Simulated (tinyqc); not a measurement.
Stark shift: quantum well in an electric field by finite differences.

Finite differences on points z_i at the centres of cells of width h: H_ii = (c/h^2)(1/m_(i-1/2) + 1/m_(i+1/2)) + V_i, H_(i,i+1) = -(c/h^2)/m_(i+1/2), where m_(i+1/2) is the mean of the masses at the two points (the end values are repeated outwards), psi = 0 on the points beyond both ends, c = hbar^2/2m0. The field adds e F (z - z0) with z0 the middle of the structure; 1 kV/cm = 1e-5 eV/angstrom.

Constants: hbar^2/2m0 = 3.80998211 eV angstrom^2.

Inputs chosen for the exercise (out of a larger set: near those of an InGaAs well in InAlAs; not measured data): layers = ((72, 0.495, 0.0771), (90, 0, 0.0411), (72, 0.495, 0.0771)) (each layer: thickness in angstrom, band edge in eV, mass in m0); hf = 1.125 angstrom (cell width of the fine grid); Fs = (0, 16.7, 33.3, 50, 66.7, 83.3, 100) kV/cm (fields).

Fine grid. Perturbation theory: dE1 = e F z_11 - beta (e F)^2 with beta = sum_j z_1j^2/(E_j - E_1) over the 13 next levels at zero field, z from z0.

Levels against field:
```
F (kV/cm)  E1 (eV)  E2 (eV)  dE1 (meV)  second order (meV)  <z - z0> (angstrom)  E2 - E1 (meV)
0           0.0567   0.2290       0.00                0.00                  0.0          172.3
16.7        0.0566   0.2290      -0.08               -0.08                 -1.0          172.4
33.3        0.0563   0.2291      -0.33               -0.33                 -2.0          172.7
50.0        0.0559   0.2291      -0.75               -0.75                 -3.0          173.2
66.7        0.0553   0.2292      -1.32               -1.33                 -4.0          173.9
83.3        0.0546   0.2294      -2.06               -2.07                 -4.9          174.8
100         0.0537   0.2295      -2.96               -2.99                 -5.9          175.8
```

z_11 = 0.00 angstrom
beta = 2989 angstrom^2/eV

At zero field the state is centred, so the shift starts as F^2; it turns linear only if the state is pulled to one side. At 100 kV/cm E1 has moved by -2.96 meV, where second order gives -2.99 meV; they differ by 0.8 % there. The electron moves by -5.9 angstrom, against the rise of the potential. E2 - E1 grows with the field; the ends are 172.3 and 175.8 meV.

Run: tinyqc, `OMP_NUM_THREADS=1 python tinyqc.py 1280356 1280357 out.jsonl`; Intel(R) Xeon(R) Processor @ 2.30GHz, one thread, shared host; about 0.02 s of CPU time with all checks.
